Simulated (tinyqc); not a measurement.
Inside a calculation. Model: Gupta-type many-body potential for a metal. Computed by tinyqc, a small Python program that keeps every step. Command: `OMP_NUM_THREADS=1 python tinyqc.py 3004932 3004933 out.jsonl gupta walk`. One thread of a shared host (Intel(R) Xeon(R) Processor @ 2.30GHz), about 0.01 s of CPU time with the checks. Intermediate numbers are printed to about 6 digits and carried at full precision; extremes and crossings named in words are read from the listed rows.

E_i = sum_j A exp(-p (r_ij/r0 - 1)) - xi rho_i^gamma, with rho_i = sum_j exp(-2 q (r_ij/r0 - 1)); gamma = 1/2 is the tight-binding second-moment form. The crystal is fcc unless stated; d is the neighbour distance and a fixed number of shells is kept.

Inputs (values chosen for the exercise, modelled on silver):
```
quantity                  value      unit
repulsion A               0.107        eV
hopping xi                 1.21        eV
decay p                    11.1         -
decay q                    3.15         -
reference distance r0     2.889  angstrom
shells kept                   3         -
embedding exponent gamma    0.5         -
```

Surface: (100).

Constants: 1 eV/angstrom^3 = 160.2176634 GPa; 1 eV/angstrom^2 = 16.02176634 J/m^2.

## Equilibrium of the fcc crystal

fcc shells: d sqrt(k), k = 1..5, with 12, 6, 24, 12, 24 atoms; Omega = d^3/sqrt2. Equilibrium: dE/dd = 0; B = d^2 E''(d)/(9 Omega).

neighbour distance d = 2.89981 angstrom

lattice constant = 4.10095 angstrom

cohesive energy E_c = 3.01819 eV

bulk modulus B = 111.964 GPa

## Shell terms at equilibrium

Repulsion and density of one neighbour in each shell, and their sums.

Shells:
```
shell  count  r (angstrom)  repulsion (eV)   density
1         12       2.89981     1.02647e-01  0.976703
2          6       4.10095     1.01646e-03  0.071156
3         24       5.02262     2.94555e-05  0.009535
```

repulsive energy = 1.23857 eV

density rho = 12.3762

The band term is -xi rho^gamma = -4.2568 eV; with the repulsion it gives -E_c.

## Unrelaxed vacancy

Each neighbour j of the vacancy loses one repulsive term and one density term: E_v = sum_shells count x {-repulsion - xi [(rho - density)^gamma - rho^gamma]}. (The removed atom returns to a bulk-like site, so its own energy cancels.)

vacancy energy E_v = 0.931343 eV

ratio E_v/E_c, E_c = xi rho^gamma less the repulsive energy = 0.308576

A pair potential gives E_v = E_c; here the ratio is 0.31, as the remaining bonds of the neighbours strengthen when one is lost.

## Elastic constants

Second derivatives of E/Omega at equilibrium under homogeneous strain: e_xx = h gives C11; e_xx = -e_yy = h gives 2 (C11 - C12); e_xy = e_yx = h/2 gives C44.

C11 = 137.122 GPa

C12 = 99.3855 GPa

C44 = 52.9706 GPa

Cauchy pressure C12 - C44 = 46.4149 GPa

C12/C44 = 1.88; pair forces would give 1. The excess comes from the curvature of the embedding term.

## The (100) surface

Cut the crystal without relaxation; an atom in layer l keeps the neighbours that lie below the surface plane. Excess = E_i + E_c. Surface energy = sum of excesses over the layers, divided by the area per surface atom: (sqrt3/2) d^2 for (111), d^2 for (100), sqrt2 d^2 for (110).

Layers:
```
layer  nearest neighbours  repulsion (eV)      rho  excess (eV)
1                       8         0.82661   8.2838     0.362226
2                      12         1.23743  12.2669     0.017704
```

excess per surface atom = 0.379929 eV

surface energy = 0.723893 J/m^2

## Three surfaces against bond counting

Bond counting with pair bonds charges E_c/12 for each missing nearest neighbour: 3, 4 and 6 per surface cell.

Surfaces:
```
face   missing bonds  excess (eV)  bond counting (eV)     ratio  surface energy (J/m^2)
(111)              3     0.290851             0.75455  0.385463                0.639898
(100)              4     0.379929             1.00606  0.377639                0.723893
(110)              6     0.590962             1.50910  0.391600                0.796188
```

The order of surface energies is (111) < (100) < (110), with (110)/(111) = 1.244 against 1.225 from counting first-neighbour bonds. The excess is 0.38 to 0.39 of the bond-counting value: atoms with fewer neighbours have stronger bonds. Further shells enter the excess but not the count. Caution: relaxation, left out here, lowers surface energies. Caution: fitted second-moment potentials usually give surface energies well below measured ones.

## Energy against coordination

Nearest neighbours only, z equal bonds relaxed to their best length: r/r0 = 1 + ln[A p z^(1 - gamma)/(2 q gamma xi)]/(p - 2 q gamma), E = z A exp(-p (r/r0 - 1)) - xi [z exp(-2 q (r/r0 - 1))]^gamma.

Relaxed bonds:
```
z   r (angstrom)  E per atom (eV)  E/z (eV)
1        2.46528         -1.37554  -1.37554
2        2.59122         -1.69571  -0.84785
3        2.66489         -1.91651  -0.63884
4        2.71717         -2.09039  -0.52260
6        2.79084         -2.36259  -0.39376
8        2.84311         -2.57695  -0.32212
9        2.86451         -2.67022  -0.29669
12       2.91678         -2.91249  -0.24271
```

Bonds lengthen from 2.465 to 2.917 angstrom between z = 1 and 12, and |E| grows as z^0.302, the exponent gamma (p - 2q)/(p - 2 q gamma) = 0.302; pair bonds would give z^1 at a fixed length.

Checks made by the program: sum of the shell terms (relative difference below 1e-10); (C11 + 2 C12)/3 against B (relative difference 2e-10).
